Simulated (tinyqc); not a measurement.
## Hot electrons in a saturated n-channel MOSFET, lucky-electron model: effect of the channel length

Beyond pinch-off the lateral field grows as Esat cosh(y/l) over the velocity-saturated region (pseudo-two-dimensional model). Impact ionisation in this region gives the substrate current, which biases the body forward through Rsub. Currents are per width. Local-field laws: they overstate ionisation when the field peak is narrower than an energy relaxation length.

Cox = 3.9 eps0/tox, l = sqrt(3 tox xj), Esat = 2 vs/mu. Overdrive g = Vg - VT + kb Vb; Vdsat = g Esat L/(g + Esat L); Id = Cox vs (g - Vdsat); dV = Vd - Id Rd - Vdsat; Em = sqrt((dV/l)^2 + Esat^2); Isub = Id (Ai/Bi) l Em exp(-Bi/Em). Vb = Rsub Isub is solved self-consistently. Lifetime tau = (Hl/Id)(Isub/Id)^(-m); 1 year = 3.15576e7 s.

Inputs (values chosen for the exercise); values close to those of silicon n-channel devices:
```
symbol  value        unit                                   meaning
tox       4.2          nm                           oxide thickness
xj         68          nm                            junction depth
VT       0.69           V                                 threshold
mu        300  cm^2/(V s)                        effective mobility
vs        9e6        cm/s                       saturation velocity
Ai        2e6        1/cm                      ionisation prefactor
Bi       1.87       MV/cm                          ionisation field
Rd        200      ohm um     resistance of the lightly doped drain
Rsub     5800      ohm um                      substrate resistance
kb       0.29              fall of VT per volt of forward body bias
m         2.9                                     lifetime exponent
Hl       7100     s uA/um                         lifetime constant
Vd        1.6           V                             drain voltage
Vg        0.8           V                              gate voltage
```

Constants: eps0 = 8.8541878128e-14 F/cm where lengths are in cm. Results are converted to the units shown.

Results:
```
L (um),Id (uA/um),Em (MV/cm),Isub (uA/um),Isub/Id,tau (years)
0.09,14.01,0.5177,0.6129,0.04374,0.1403
0.18,7.595,0.5153,0.3254,0.04284,0.2750
0.25,5.600,0.5146,0.2383,0.04256,0.3802
0.36,3.964,0.5140,0.1678,0.04233,0.5456
0.51,2.835,0.5136,0.1195,0.04217,0.7712
0.72,2.026,0.5133,0.08522,0.04206,1.087
```

Estimate the missing row, L = 0.13 um.

Computed row:
```
L (um),Id (uA/um),Em (MV/cm),Isub (uA/um),Isub/Id,tau (years)
0.13,10.19,0.5163,0.4401,0.04320,0.2001
```

With this row back in the table: As L goes from 0.09 to 0.72 um, Em falls from 0.518 to 0.513 MV/cm, Isub falls from 0.613 to 0.0852 uA/um and tau rises from 0.140 to 1.09 years. From the first row to the last, log10(tau) changes by 0.89: 0.050 from (Isub/Id)^(-m), which holds Em and l, and 0.84 from 1/Id. For L = 0.09 to 0.13 um the saturated region takes over 60 % of L, so using the full L in Vdsat is rough.

Program tinyqc, `OMP_NUM_THREADS=1 python tinyqc.py 2550114 2550115 out.jsonl`; Intel Xeon 2.30GHz, shared host, one thread, about 0.01 s.
